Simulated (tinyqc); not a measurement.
Stillinger-Weber potential for a tetrahedral semiconductor: one step, computed by the program tinyqc. Command: `OMP_NUM_THREADS=1 python tinyqc.py 3001234 3001235 out.jsonl swsi walk`. One thread of a shared host (Intel(R) Xeon(R) Processor @ 2.30GHz), about 0.03 s of CPU time with the checks.

With x = r/sigma: pair term eps A (B x^-4 - 1) exp(1/(x - a)); for each pair of neighbours j, k of atom i, three-body term eps lambda exp(gamma/(x_ij - a) + gamma/(x_ik - a)) (cos theta_jik + 1/3)^2; both vanish beyond x = a. A = 7.049556277, B = 0.6022245584, a = 1.8.

Problem. A trimer. Atom 1 binds atoms 2 and 3 at the angle theta; the third side follows from the cosine rule. Sum the three pair terms and the three-body terms centred on each atom.

Inputs (values chosen for the exercise, modelled on silicon):

| quantity | value | unit |
|---|---|---|
| energy scale eps | 2.043 | eV |
| length scale sigma | 2.112 | angstrom |
| three-body strength lambda | 20.4 | - |
| gamma | 1.3 | - |
| bond 1 of the trimer | 2.56 | angstrom |
| bond 2 of the trimer | 2.53 | angstrom |
| angle of the trimer theta | 106 | degrees |

Give: distance 2-3; pair terms; three-body term at atom 1; three-body terms at atoms 2 and 3; energy of the trimer.

Solution.

distance 2-3 = 4.065 angstrom

pair terms (eV): 1-2 -1.895, 1-3 -1.936, 2-3 0.000

three-body term at atom 1 = 0.001754 eV

three-body terms at atoms 2 and 3 = 0 eV

energy of the trimer = -3.829 eV

The cut-off is 3.802 angstrom, so atoms 2 and 3 do not interact directly.
